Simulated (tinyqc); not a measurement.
Inside a calculation. Method: Hueckel theory of the pi electrons, for the molecule Oc1cnc2[nH]cnc2n1 (SMILES; centres numbered as the heavy atoms are written). Computed by tinyqc, a small Python program that keeps every step. Settings: charge = 0. Command: `OMP_NUM_THREADS=1 python tinyqc.py 25640 25641 out.jsonl` (the two numbers bound the seeds that draw the settings). One thread of a shared host (Intel(R) Xeon(R) Processor @ 2.60GHz), about 0.01 s of CPU time with the checks.

## The Hueckel matrix

Centres:
```
centre,"z_r, pi electrons of the neutral centre",h
1O,2,2.000000
2C,1,0.000000
3C,1,0.000000
4N,1,0.500000
5C,1,0.000000
6N,2,1.500000
7C,1,0.000000
8N,1,0.500000
9C,1,0.000000
10N,1,0.500000
```

Bonds:
```
i,j,k
1,2,0.800000
2,3,1
3,4,1
4,5,1.000000
5,6,0.800000
6,7,0.800000
7,8,1
8,9,1.000000
9,10,1
10,2,1.000000
9,5,1
```

H_rr = alpha + h_r beta, H_rs = k_rs beta for bonded centres.

Hueckel matrix in units of beta (H = alpha + beta A):
```
,1O,2C,3C,4N,5C,6N,7C,8N,9C,10N
1O,2.000000,0.800000,0.000000,0.000000,0.000000,0.000000,0.000000,0.000000,0.000000,0.000000
2C,0.800000,0.000000,1.000000,0.000000,0.000000,0.000000,0.000000,0.000000,0.000000,1.000000
3C,0.000000,1.000000,0.000000,1.000000,0.000000,0.000000,0.000000,0.000000,0.000000,0.000000
4N,0.000000,0.000000,1.000000,0.500000,1.000000,0.000000,0.000000,0.000000,0.000000,0.000000
5C,0.000000,0.000000,0.000000,1.000000,0.000000,0.800000,0.000000,0.000000,1.000000,0.000000
6N,0.000000,0.000000,0.000000,0.000000,0.800000,1.500000,0.800000,0.000000,0.000000,0.000000
7C,0.000000,0.000000,0.000000,0.000000,0.000000,0.800000,0.000000,1.000000,0.000000,0.000000
8N,0.000000,0.000000,0.000000,0.000000,0.000000,0.000000,1.000000,0.500000,1.000000,0.000000
9C,0.000000,0.000000,0.000000,0.000000,1.000000,0.000000,0.000000,1.000000,0.000000,1.000000
10N,0.000000,1.000000,0.000000,0.000000,0.000000,0.000000,0.000000,0.000000,1.000000,0.500000
```

## Orbitals

pi electrons, sum of z_r less the charge = 12

Diagonalise; E = alpha + x beta with beta < 0, so the largest x are filled first; degenerate levels share their electrons. P = sum n_i c_ri c_si; each orbital has its largest coefficient positive (the first on a tie).

x values: 2.651355  2.367144  1.713321  1.595641  0.959254  0.714100  -0.598261  -1.072452  -1.316881  -2.013220

occupations: 2.000000  2.000000  2.000000  2.000000  2.000000  2.000000  0.000000  0.000000  0.000000  0.000000

coefficients:
```
,MO1,MO2,MO3,MO4,MO5,MO6,MO7,MO8,MO9,MO10
1O,0.392156,0.708808,0.452771,-0.071424,-0.227142,0.221553,0.070986,-0.106226,0.105861,-0.074116
2C,0.319291,0.325293,-0.162250,0.036101,0.295497,-0.356119,-0.230552,0.407968,-0.438909,0.371802
3C,0.221196,0.107529,-0.246841,0.372399,-0.070018,-0.470399,-0.383923,-0.140039,0.481938,-0.338303
4N,0.267178,-0.070756,-0.260668,0.558114,-0.362662,0.020208,0.460237,-0.257783,-0.195746,0.309276
5C,0.353598,-0.239640,-0.069433,0.239093,-0.096536,0.474725,-0.121538,0.545390,-0.126291,-0.438976
6N,0.398992,-0.436768,0.570914,0.177239,0.399712,-0.057055,-0.134146,-0.316638,-0.070256,0.080414
7C,0.220629,-0.233786,0.221668,-0.217904,-0.173643,-0.418676,0.473379,0.472781,0.373670,0.085837
8N,0.265773,-0.203990,-0.076943,-0.489488,-0.486337,-0.253332,-0.175887,-0.253724,-0.435874,-0.237140
9C,0.351143,-0.147093,-0.315024,-0.318399,-0.049709,0.364437,-0.280209,-0.073811,0.418261,0.510148
10N,0.311633,0.095440,-0.393362,-0.257655,0.535189,0.038851,0.465063,-0.212507,0.011365,-0.350925
```

charge and bond-order matrix P:
```
,1O,2C,3C,4N,5C,6N,7C,8N,9C,10N
1O,1.933955,0.267445,-0.127429,-0.032820,0.094793,-0.021431,-0.033154,0.028199,0.011166,-0.165598
2C,0.267445,0.899060,0.611853,0.020743,-0.285481,0.075033,0.096703,-0.080359,-0.081171,0.658759
3C,-0.127429,0.611853,0.972559,0.679125,-0.115856,-0.069560,0.193804,0.053561,-0.293812,0.049186
4N,-0.032820,0.020743,0.679125,1.175523,0.615145,-0.117015,-0.098790,0.007131,0.068063,-0.316126
5C,0.094793,-0.285481,-0.115856,0.615145,0.958257,0.365629,-0.230890,-0.084288,0.565931,0.039619
6N,-0.021431,0.075033,-0.069560,-0.117015,0.365629,1.740686,0.465105,-0.230974,-0.145196,0.048232
7C,-0.033154,0.096703,0.193804,-0.098790,-0.230890,0.465105,0.810786,0.772891,-0.065079,-0.187613
8N,0.028199,-0.080359,0.053561,0.007131,-0.084288,-0.230974,0.772891,1.316933,0.470545,-0.100768
9C,0.011166,-0.081171,-0.293812,0.068063,0.565931,-0.145196,-0.065079,0.470545,0.961682,0.577800
10N,-0.165598,0.658759,0.049186,-0.316126,0.039619,0.048232,-0.187613,-0.100768,0.577800,1.230560
```

## Energy, charges, bond orders

E = sum n x; q_r = z_r - P_rr; bond order p = P_rs; free valence = sqrt(3) - sum of p over the bonds of the atom.

pi energy = 12 alpha + this times beta = 20.001628

pi charges: 1O 0.066045, 2C 0.100940, 3C 0.027441, 4N -0.175523, 5C 0.041743, 6N 0.259314, 7C 0.189214, 8N -0.316933, 9C 0.038318, 10N -0.230560

Bond orders and lengths from R = 1.517 - 0.180 p (angstrom, C-C alone):
```
bond,p,R
1-2,0.267445,-
2-3,0.611853,1.406867
3-4,0.679125,-
4-5,0.615145,-
5-6,0.365629,-
6-7,0.465105,-
7-8,0.772891,-
8-9,0.470545,-
9-10,0.577800,-
10-2,0.658759,-
9-5,0.565931,1.415132
```

free valence of the carbons: 2C 0.193994, 3C 0.441074, 5C 0.185346, 7C 0.494054, 9C 0.117775

gap between the highest filled and the next level = 1.312360 |beta|
